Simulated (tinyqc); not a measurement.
# Decay of LO phonons and the hot-phonon bottleneck in the cooling of electrons, step by step

A worked calculation. Computed by tinyqc, a small Python program that keeps every step. Command: `OMP_NUM_THREADS=1 python tinyqc.py 3016448 3016449 out.jsonl hotphonon walk`. One thread of a shared host (Intel(R) Xeon(R) Processor @ 2.30GHz), about 0.01 s of CPU time with the checks. Intermediate numbers are printed to about 5 digits and carried at full precision; extremes and crossings named in words are read from the listed rows.

n(E, T) = 1/(exp(E/(k_B T)) - 1) is the Bose occupation. Electrons have a temperature T_e; the LO modes within their reach share one occupation N; the decay products stay at the lattice temperature.

Inputs (values chosen for the exercise, modelled on silicon carbide):
```
quantity                                             value    unit
LO energy hbar omega                                   118     meV
lifetime at T = 0, tau_0                               4.1      ps
share f of the energy in the softer product            0.4       -
lattice temperature T                                  300       K
electron mass m*                                     0.337     m_0
eps_inf                                               6.45       -
static dielectric constant eps_s                       9.9       -
electron density n                                 4.9e+18  1/cm^3
density of LO modes that the electrons reach, N_m  2.6e+19  1/cm^3
power supplied per electron P                          3.4      nW
step factor                                            0.8       -
```

Decay channel: two unequal phonons (Ridley).

Constants: k_B = 8.617333262e-05 eV/K; c = 299792458 m/s; e^2/(4 pi eps_0) = 14.39964548 eV angstrom; hbar^2/(2 m_0) = 3.80998212 eV angstrom^2; hbar = 6.582119569e-16 eV s; e = 1.602176634e-19 C; k_B = 1.380649e-23 J/K.

## Lifetime and Raman width

Decay rate 1/tau = (1/tau_0) [1 + n(f hbar omega) + n((1 - f) hbar omega)]. Full width Gamma = 1/(2 pi c tau) in 1/cm, c in cm/s.

thermal factor tau_0/tau = 1.2612

phonon lifetime tau = 3.2510 ps

Raman width Gamma = 1.6330 1/cm

equilibrium LO occupation N_0 = 0.010525

Stimulated decay shortens the lifetime by 21 %.

## Spontaneous emission time

Froehlich coupling alpha = (e^2/(4 pi eps_0)) (1/eps_inf - 1/eps_s) k_0/(2 hbar omega), k_0 = sqrt(m* hbar omega/(hbar^2/(2 m_0))); emission time tau_sp = hbar/(2 alpha hbar omega); bottleneck ratio r = (n/N_m) tau/tau_sp.

alpha = 0.33679

emission time tau_sp = 8.2812 fs

bottleneck ratio r = 73.985

r compares the rate at which electrons exchange quanta with a mode to its decay rate. Exchange outruns decay, so a hot population builds up if the power is high enough.

## Electron and phonon temperatures in closed form

Net emission per electron: [(N + 1) x - N]/tau_sp with x = exp(-hbar omega/(k_B T_e)), a simple two-level balance; steady state of the modes: n [(N + 1) x - N]/tau_sp = N_m (N - N_0)/tau; power per electron P = hbar omega [(N + 1) x - N]/tau_sp. With p = P tau_sp/(hbar omega): N = N_0 + r p and x = (p + N)/(N + 1); without hot phonons N = N_0. The mode temperature T_LO solves n(hbar omega, T_LO) = N.

reduced power p = 0.0014893

LO occupation N = 0.12071

electron temperature T_e = 617.91 K

T_e without hot phonons = 308.96 K

mode temperature T_LO = 614.51 K

Hot phonons raise T_e by 309 K. T_LO lies close to T_e: electrons and LO modes form one hot system, cooled only by the decay.

## The same balance by iteration

Eliminating N gives P(T_e) = (hbar omega/tau_sp) [(N_0 + 1) x - N_0]/[1 + r (1 - x)]. Newton steps on ln P against ln T_e, times the step factor, each limited to 0.7 in ln T_e and to keeping a fifth of T_e - T; start at 1.5 T; stop when |ln(P/P(T_e))| < 1e-9 or after 40 steps.

Iterations:
```
step  T_e (K)  P(T_e) (nW)  ln(P/P(T_e))
0      450.00       1.2035    1.0385e+00
1      552.65       2.4660    3.2120e-01
2      601.18       3.1524    7.5601e-02
3      614.35       3.3468    1.5765e-02
4      617.19       3.3892    3.1813e-03
5      617.77       3.3978    6.3742e-04
6      617.89       3.3996    1.2753e-04
7      617.91       3.3999    2.5508e-05
8      617.91       3.4000    5.1017e-06
9      617.91       3.4000    1.0203e-06
10     617.91       3.4000    2.0407e-07
11     617.91       3.4000    4.0813e-08
12     617.91       3.4000    8.1627e-09
13     617.91       3.4000    1.6325e-09
14     617.91       3.4000    3.2651e-10
```

converged (1 yes, 0 no) = 1

T_e from the iteration = 617.91 K

Converged at step 14.

## Energy relaxation with and without hot phonons

P(T_e) = (hbar omega/tau_sp) [(N_0 + 1) x - N_0]/[1 + r (1 - x)], and r = 0 without hot phonons; energy relaxation time tau_E = (3/2) k_B (T_e - T)/P.

Cooling:
```
T_e (K)  P, cold phonons (nW)  P, hot phonons (nW)   ratio  tau_E (ps)         N
330                    12.358              0.16741  73.818      3.7112  0.015951
380                    38.786              0.53153  72.971      3.1170  0.027751
450                    85.999               1.2035  71.456      2.5812  0.049528
600                    211.42               3.1351  67.434      1.9817   0.11213
800                    392.53               6.3696  61.626      1.6257   0.21695
1100                   640.35               11.929  53.678      1.3888   0.39713
1600                   956.27               21.960  43.547      1.2260   0.72219
2300                   1248.0               36.498  34.192      1.1348    1.1933
```

Reabsorption cuts the loss by a factor 73.8 at the lowest T_e and 34.2 at the highest; the factor is 1 + r (1 - x) with r = 74.0. tau_E runs from 3.7 to 1.1 ps, with its shortest value, 1.1 ps, at T_e = 2300 K, against tau_sp = 8.3 fs and a phonon lifetime of 3.3 ps. For r (1 - x) much above 1 the loss tends to hbar omega (N_m/n)(n(hbar omega, T_e) - N_0)/tau, in which tau_sp no longer appears. Pauli blocking is left out, as are upper valleys and non-parabolic bands, which can matter above about 1000 K.

Checks made by the program: iteration against the closed form (relative difference 1e-10).
